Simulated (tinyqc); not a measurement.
Tunnelling through a gate dielectric, WKB transmission and Tsu-Esaki current: two steps of the calculation.

Electrons leave the emitter at x = 0. Energies E (motion across the layers) are in eV from the emitter Fermi level; the collector Fermi level lies at -V and offers states at every E. No charge in the dielectric and no image force: F1 = V/t1, U = phi1 - F1 x. With C = hbar^2/(2 m0), kappa = sqrt(m (U - E)/C) where U > E and 0 elsewhere; T(E) = exp(-S), S = 2 times the integral of kappa over x.

Values chosen for this exercise; dielectric values close to those of silicon dioxide:
```
symbol  value  unit                                                        meaning
T         300     K                                                    temperature
Ef       0.12    eV              Fermi energy of the emitter above its band bottom
me          1    m0                            emitter mass in the supply function
phi1     3.02    eV  barrier of layer 1 above the emitter Fermi level at zero bias
m1        0.5    m0                                     tunnelling mass of layer 1
t1        3.3    nm                                           thickness of layer 1
V         0.3     V                                  voltage across the dielectric
E        0.12    eV                                energy of the electron followed
nc          6                                                  cells in each layer
Ea      -0.12    eV                                   lower end of the energy grid
Eb       0.28    eV                                   upper end of the energy grid
nE         13                                            points of the energy grid
```

Constants: q = 1.602176634e-19 C, kB = 1.380649e-23 J/K, hbar = 1.054571817e-34 J s, m0 = 9.1093837015e-31 kg, Vt = kB T/q, hbar^2/(2 m0) = 0.0380998212 eV nm^2. Results are converted to the units shown.

Task 1. WKB exponent by the midpoint rule. Cut each layer into nc equal cells, take U and kappa at the cell centres, and sum S = 2 sum kappa h.

Wanted: x; U; kappa; S; T(E).

Result 1.

```
cell  x (nm)  U (eV)  kappa (1/nm)
0      0.275   2.995         6.142
1      0.825   2.945         6.089
2      1.375   2.895         6.035
3      1.925   2.845         5.980
4      2.475   2.795         5.925
5      3.025   2.745         5.869
```

S = 39.64
T(E) = 6.063e-18

Task 2. Current density on a coarse energy grid. Each layer adds (2/F) sqrt(m/C) [G(u at its left edge) - G(u at its right edge)] to S, with u = U - E (0 where negative) and G(u) = (2/3) u^1.5. The slope follows from 1/d = -dS/dE.

J = J0 times the integral of T(E) N(E) dE, N = ln[(1 + exp(-E/Vt))/(1 + exp((-E - V)/Vt))], J0 = q^2 me m0 kB T/(2 pi^2 hbar^3) (times 1e-4 for A/cm^2 per eV), by Simpson's rule on nE equally spaced points from Ea to Eb.

Wanted: E; T(E); N; T(E) N; J0; J.

Result 2.

```
point    E (eV)        T(E)          N      T(E) N
0      -0.12000  1.1138e-18     4.6505  5.1796e-18
1      -0.08667  1.4035e-18     3.3866  4.7529e-18
2      -0.05333  1.7708e-18     2.1826  3.8649e-18
3      -0.02000  2.2372e-18     1.1530  2.5794e-18
4       0.01333  2.8303e-18    0.46815  1.3250e-18
5       0.04667  3.5856e-18    0.15225  5.4591e-19
6       0.08000  4.5489e-18   0.044300  2.0151e-19
7       0.11333  5.7792e-18   0.012399  7.1655e-20
8       0.14667  7.3528e-18  0.0034305  2.5224e-20
9       0.18000  9.3689e-18  9.4607e-4  8.8636e-21
10      0.21333  1.1956e-17  2.6067e-4  3.1165e-21
11      0.24667  1.5280e-17  7.1806e-5  1.0972e-21
12      0.28000  1.9560e-17  1.9779e-5  3.8687e-22
```

J0 = 4.1837e8 A/(cm^2 eV)
J = 2.2247e-10 A/cm^2

The integrand peaks at E = -0.120 eV among these points.

Program tinyqc, `OMP_NUM_THREADS=1 python tinyqc.py 2540161 2540162 out.jsonl`; Intel Xeon 2.30GHz, shared host, one thread, about 0.04 s.
